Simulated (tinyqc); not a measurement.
Worked calculation: RHF in the sto-6g basis, for H2, spin multiplicity 1. Computed by tinyqc, a small Python program that keeps every step (integrals from PySCF). Settings: charge = 0, multiplicity = 1, basis = sto-6g, energy threshold = 1e-10, iteration cap = 70, orthogonalisation = symmetric, start = core, DIIS depth = 0, method = RHF. Command: `OMP_NUM_THREADS=1 python tinyqc.py 26418 26419 out.jsonl` (the two numbers bound the seeds that draw the settings). One thread of a shared host (Intel(R) Xeon(R) Processor @ 2.60GHz), about 0.04 s of CPU time with the checks. Later iterations appear only in the table of the cycle.

## One-electron integrals

Geometry (angstrom):
```
atom        x        y        z
H     0.00000  0.00000  0.00000
H     0.00000  0.00000  0.88600
```

Basis sto-6g: exponents (1/bohr^2) and contraction coefficients of normalised primitives:
```
element  l (shell)  exponent  coefficient
H            s (1)  35.52322      0.00916
H            s (1)   6.51314      0.04936
H            s (1)   1.82214      0.16854
H            s (1)   0.62596      0.37056
H            s (1)   0.24308      0.41649
H            s (1)   0.10011      0.13033
```

Overlap, kinetic and nuclear-attraction integrals over the contracted functions; the nuclear repulsion is the sum of Za Zb / Rab.

nuclear repulsion = 0.5972655 hartree

overlap S:
```
         1H 1s    2H 1s
1H 1s  1.00000  0.56599
2H 1s  0.56599  1.00000
```

kinetic energy T (hartree):
```
         1H 1s    2H 1s
1H 1s  0.76852  0.15810
2H 1s  0.15810  0.76852
```

nuclear attraction V (hartree):
```
          1H 1s     2H 1s
1H 1s  -1.80793  -0.95674
2H 1s  -0.95674  -1.80793
```

core Hamiltonian H = T + V (hartree):
```
          1H 1s     2H 1s
1H 1s  -1.03941  -0.79864
2H 1s  -0.79864  -1.03941
```

## Two-electron integrals

Functions are numbered as in S; the eight-fold symmetry (ij|kl) = (ji|kl) = (kl|ij) leaves the list below.

Two-electron integrals (ij|kl) in chemists' order, unique and non-zero (hartree):
```
(11|11) 0.77500   (21|11) 0.36504   (21|21) 0.21097   (22|11) 0.51667
(22|21) 0.36504   (22|22) 0.77500
```

## Orthogonalisation

S = U s U^T; symmetric (Loewdin) form X = U s^(-1/2) U^T, so that X^T S X = 1.

eigenvalues of S: 0.43401  1.56599

X:
```
          1H 1s     2H 1s
1H 1s   1.15851  -0.35940
2H 1s  -0.35940   1.15851
```

## Starting guess

The start is the orbitals of the core Hamiltonian; D = 2 C_occ C_occ^T.

D at the start:
```
         1H 1s    2H 1s
1H 1s  0.63858  0.63858
2H 1s  0.63858  0.63858
```

## Iteration 1: building the Fock matrix

J_ij = sum D_kl (ij|kl), K_ij = sum D_kl (ik|jl); F = H + J - 0.5 K; E = tr D H + tr D J / 2 - 0.25 tr D K + E_nn.

Coulomb J (hartree):
```
         1H 1s    2H 1s
1H 1s  1.29105  0.73566
2H 1s  0.73566  1.29105
```

exchange K (hartree):
```
         1H 1s    2H 1s
1H 1s  1.09583  0.93087
2H 1s  0.93087  1.09583
```

Fock matrix F (hartree):
```
          1H 1s     2H 1s
1H 1s  -0.29628  -0.52842
2H 1s  -0.52842  -0.29628
```

total energy of this density = -1.1030967 hartree

## Iteration 1: diagonalisation and new density

Diagonalise F' = X^T F X, C = X C', fill 1 alpha and 1 beta electrons from the bottom; D = 2 C_occ C_occ^T. Each column has its largest component positive (the first on a tie).

F' = X^T F X (hartree):
```
          1         2
1   0.00412  -0.53075
2  -0.53075   0.00412
```

orbital energies (hartree): MO1 -0.52663, MO2 0.53487

coefficients C:
```
           MO1       MO2
1H 1s  0.56506   1.07333
2H 1s  0.56506  -1.07333
```

D after iteration 1:
```
         1H 1s    2H 1s
1H 1s  0.63858  0.63858
2H 1s  0.63858  0.63858
```

## Iteration 2: building the Fock matrix

As before.

Coulomb J (hartree):
```
         1H 1s    2H 1s
1H 1s  1.29105  0.73566
2H 1s  0.73566  1.29105
```

exchange K (hartree):
```
         1H 1s    2H 1s
1H 1s  1.09583  0.93087
2H 1s  0.93087  1.09583
```

Fock matrix F (hartree):
```
          1H 1s     2H 1s
1H 1s  -0.29628  -0.52842
2H 1s  -0.52842  -0.29628
```

total energy of this density = -1.1030967 hartree

## Iteration 2 (converged): orbitals

As before.

F' = X^T F X (hartree):
```
          1         2
1   0.00412  -0.53075
2  -0.53075   0.00412
```

orbital energies (hartree): MO1 -0.52663, MO2 0.53487

coefficients C:
```
           MO1       MO2
1H 1s  0.56506   1.07333
2H 1s  0.56506  -1.07333
```

D after iteration 2:
```
         1H 1s    2H 1s
1H 1s  0.63858  0.63858
2H 1s  0.63858  0.63858
```

## Convergence

Stop when the energy changes by less than 1e-10 hartree and every element of the error matrix X^T (F D S - S D F) X is below 3e-06.

Course of the cycle:
```
iteration  E (hartree)   change  largest element of the error matrix
1           -1.1030967        -                             2.69e-16
2           -1.1030967  0.00000                             5.07e-16
```

PySCF RHF in the same basis = -1.1030967 hartree

Converged in 2 iterations.

## Populations, bond orders and dipole

Mulliken: Z minus the diagonal of D S on the atom; Loewdin: the same with S^(1/2) D S^(1/2); Mayer order: 2 sum_s sum (D(s) S)_ij (D(s) S)_ji over the two atoms.

Charges (e):
```
atom  Mulliken  Loewdin
1H     0.00000        0
2H           0        0
```

Mayer bond orders:
```
pair    order
2-1   1.00000
```

dipole moment about the origin, x y z (debye): 0.00000  0.00000  0.00000
